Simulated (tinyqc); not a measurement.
Five-level k.p model folded onto the conduction band: one step. The matrix at one k. Four cases, with inputs chosen for the exercise.

Problem. Fill in the matrix.

For k along z and one spin sector the level c couples to four states. With c0 = hbar^2/2m0, P = sqrt(Ep c0), P2 = sqrt(Ep2 c0): diagonal Eg + (1 + Cm) c0 k^2 for c, and 0, -Dso, E7 + D2, E7 for lh, so, G8 up, G7 up (their own dispersion is left out); couplings of c: sqrt(2/3) P k to lh, sqrt(1/3) P k to so, sqrt(2/3) P2 k to G8 up, sqrt(1/3) P2 k to G7 up (phases chosen real).

Constants: hbar^2/2m0 = 3.80998211 eV angstrom^2.

Case 1.

Values chosen (near those of GaSb; shifted at random, so the results belong to these values and not to a real crystal): Eg = 0.799 eV (gap at Gamma to the s-like level); Dso = 0.731 eV (spin-orbit splitting); Ep = 27.2 eV (Kane energy); E7 = 3.16 eV (upper Gamma7 conduction level, from the valence top); D2 = 0.33 eV (its spin-orbit splitting, Gamma8 above Gamma7); Ep2 = 5.1 eV (Kane energy to the upper levels); Cm = -0.8 (remote term in 1/m); k = 0.043 1/angstrom (wave vector along z).

Case 2.

Values chosen (near those of InSb; shifted at random, so the results belong to these values and not to a real crystal): Eg = 0.243 eV (gap at Gamma to the s-like level); Dso = 0.85 eV (spin-orbit splitting); Ep = 24.2 eV (Kane energy); E7 = 3.2 eV (upper Gamma7 conduction level, from the valence top); D2 = 0.33 eV (its spin-orbit splitting, Gamma8 above Gamma7); Ep2 = 3.7 eV (Kane energy to the upper levels); Cm = 0 (remote term in 1/m); k = 0.011 1/angstrom (wave vector along z).

Case 3.

Values chosen (near those of ZnSe; shifted at random, so the results belong to these values and not to a real crystal): Eg = 2.767 eV (gap at Gamma to the s-like level); Dso = 0.403 eV (spin-orbit splitting); Ep = 23.8 eV (Kane energy); E7 = 7.4 eV (upper Gamma7 conduction level, from the valence top); D2 = 0.1 eV (its spin-orbit splitting, Gamma8 above Gamma7); Ep2 = 2.9 eV (Kane energy to the upper levels); Cm = -2.7 (remote term in 1/m); k = 0.122 1/angstrom (wave vector along z).

Case 4.

Values chosen (near those of InP; shifted at random, so the results belong to these values and not to a real crystal): Eg = 1.458 eV (gap at Gamma to the s-like level); Dso = 0.103 eV (spin-orbit splitting); Ep = 21.3 eV (Kane energy); E7 = 4.75 eV (upper Gamma7 conduction level, from the valence top); D2 = 0.07 eV (its spin-orbit splitting, Gamma8 above Gamma7); Ep2 = 4.4 eV (Kane energy to the upper levels); Cm = -0.9 (remote term in 1/m); k = 0.058 1/angstrom (wave vector along z).

Give: H.

Solution.

Case 1.

H (eV):
```
             c       lh        so    G8 up    G7 up
c      0.80041  0.35741   0.25273  0.15476  0.10943
lh     0.35741        0         0        0        0
so     0.25273        0  -0.73100        0        0
G8 up  0.15476        0         0  3.49000        0
G7 up  0.10943        0         0        0  3.16000
```

Case 2.

H (eV):
```
             c       lh        so    G8 up    G7 up
c      0.24346  0.08624   0.06098  0.03372  0.02384
lh     0.08624        0         0        0        0
so     0.06098        0  -0.85000        0        0
G8 up  0.03372        0         0  3.53000        0
G7 up  0.02384        0         0        0  3.20000
```

Case 3.

H (eV):
```
             c       lh        so    G8 up    G7 up
c      2.67060  0.94856   0.67073  0.33111  0.23413
lh     0.94856        0         0        0        0
so     0.67073        0  -0.40300        0        0
G8 up  0.33111        0         0  7.50000        0
G7 up  0.23413        0         0        0  7.40000
```

Case 4.

H (eV):
```
             c       lh        so    G8 up    G7 up
c      1.45928  0.42661   0.30166  0.19390  0.13711
lh     0.42661        0         0        0        0
so     0.30166        0  -0.10300        0        0
G8 up  0.19390        0         0  4.82000        0
G7 up  0.13711        0         0        0  4.75000
```

Computed by tinyqc, one run a case: `OMP_NUM_THREADS=1 python tinyqc.py N N+1 out.jsonl` with N = 1050410, 1050526, 1050769, 1050865; one thread of a shared Intel(R) Xeon(R) Processor @ 2.30GHz, about 0.01 s a run at most.
